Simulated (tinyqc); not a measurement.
Six-band hole subbands of a thin body in a field: one step. Confinement masses without spin-orbit coupling. Four cases, with inputs chosen for the exercise.

Question. C(n n^T)/c has C_XX = (g1 + 4 g2) nx^2 + (g1 - 2 g2)(ny^2 + nz^2) and C_XY = 6 g3 nx ny, n the unit normal; its eigenvalues are the inverse masses along n.

Give: C(n n^T)/c; masses.

Case 1.

Values chosen (near those of a p-type Ge channel; shifted at random, so the results belong to these values and not to a real crystal): g1 = 13.44 (Luttinger gamma1); g2 = 4.25 (gamma2); g3 = 5.66 (gamma3); face = 110 (surface).

Answer.

C(n n^T)/c:
```
,X,Y,Z
X,17.6900,16.9800,0
Y,16.9800,17.6900,0
Z,0,0,4.9400
```

masses (m0): 1.4085  0.2024  0.0288

The heaviest mass, 1.41, comes from a near cancellation among the gammas, so a few per cent in them move it strongly.

Case 2.

Values chosen (near those of a p-type Ge channel; shifted at random, so the results belong to these values and not to a real crystal): g1 = 13.4 (Luttinger gamma1); g2 = 4.26 (gamma2); g3 = 5.69 (gamma3); face = 111 (surface).

Answer.

C(n n^T)/c:
```
,X,Y,Z
X,13.4000,11.3800,11.3800
Y,11.3800,13.4000,11.3800
Z,11.3800,11.3800,13.4000
```

masses (m0): 0.4950  0.4950  0.0277

Case 3.

Values chosen (near those of a p-type Si channel; shifted at random, so the results belong to these values and not to a real crystal): g1 = 4.27 (Luttinger gamma1); g2 = 0.34 (gamma2); g3 = 1.45 (gamma3); face = 001 (surface).

Answer.

C(n n^T)/c:
```
,X,Y,Z
X,3.5900,0,0
Y,0,3.5900,0
Z,0,0,5.6300
```

masses (m0): 0.2786  0.2786  0.1776

Case 4.

Values chosen (near those of a p-type Si channel; shifted at random, so the results belong to these values and not to a real crystal): g1 = 4.3 (Luttinger gamma1); g2 = 0.34 (gamma2); g3 = 1.44 (gamma3); face = 110 (surface).

Answer.

C(n n^T)/c:
```
,X,Y,Z
X,4.6400,4.3200,0
Y,4.3200,4.6400,0
Z,0,0,3.6200
```

masses (m0): 3.1250  0.2762  0.1116

The heaviest mass, 3.13, comes from a near cancellation among the gammas, so a few per cent in them move it strongly.

Computed by tinyqc, one run a case: `OMP_NUM_THREADS=1 python tinyqc.py N N+1 out.jsonl` with N = 1251774, 1251901, 1252016, 1252055; one thread of a shared Intel(R) Xeon(R) Processor @ 2.30GHz, about 0.4 s a run at most.
